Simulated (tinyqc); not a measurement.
## Ionisation constants from two fields

Question. alpha_n = an exp(-bn/E). Find bn and an.

alpha_n at 238 and 395 kV/cm (1/cm): [4254.5881, 33186.433]

Answer. ln alpha is a straight line in 1/E with slope -bn and intercept ln an.

bn = 1.230e6 V/cm
an = 7.470e5 1/cm

tinyqc, about 0.05 s, one thread, Intel Xeon 2.30GHz (shared host): `OMP_NUM_THREADS=1 python tinyqc.py 2120045 2120046 out.jsonl`
